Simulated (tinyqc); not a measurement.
Inside a calculation. Method: Jacobi rotations on a symmetric matrix. Computed by tinyqc, a small Python program that keeps every step. Settings: method = jacobi. Command: `OMP_NUM_THREADS=1 python tinyqc.py 31395 31396 out.jsonl` (the two numbers bound the seeds that draw the settings). One thread of a shared host (Intel(R) Xeon(R) Processor @ 2.60GHz), about 0.01 s of CPU time with the checks.

## Jacobi rotation 1

A, lower triangle:
```
,1,2,3,4
1,0.5770
2,0.3580,1.9410
3,0.3270,0.0810,3.8370
4,-0.1240,0.2200,-0.4510,4.5970
```

Take the largest off-diagonal element A_pq; tan 2 theta = 2 A_pq / (A_qq - A_pp) with |theta| <= pi/4; A' = J^T A J with J_pp = J_qq = cos, J_pq = sin, J_qp = -sin.

p, q, theta (rad): 3.0000  4.0000  -0.4353

A', lower triangle:
```
,1,2,3,4
1,0.5770
2,0.3580,1.9410
3,0.2442,0.1662,3.6273
4,-0.2503,0.1653,0.0000,4.8067
```

## Jacobi rotation 2

As before.

p, q, theta (rad): 1.0000  2.0000  0.2417

A', lower triangle:
```
,1,2,3,4
1,0.4887
2,0.0000,2.0293
3,0.1973,0.2198,3.6273
4,-0.2826,0.1006,0.0000,4.8067
```

## All rotations

The off-diagonal norm falls at every rotation.

Rotations:
```
step,p,q,theta,off-diagonal norm
1,3,4,-0.4353,7.82e-01
2,1,2,0.2417,5.95e-01
3,1,4,-0.0651,4.41e-01
4,2,3,0.1342,3.13e-01
5,1,3,0.0612,1.46e-01
6,2,4,0.0358,2.81e-02
7,1,2,-0.0129,2.26e-03
8,2,3,-0.0007,1.43e-03
9,1,4,-1.72e-04,9.53e-04
10,3,4,0.0006,2.67e-05
11,1,3,-4.94e-06,1.44e-05
12,2,4,3.60e-06,2.11e-08
13,1,2,-6.56e-09,1.55e-08
14,1,4,-2.11e-09,8.38e-09
15,2,3,-3.54e-09,3.42e-14
```

eigenvalues: 0.4581  1.9962  3.6690  4.8288
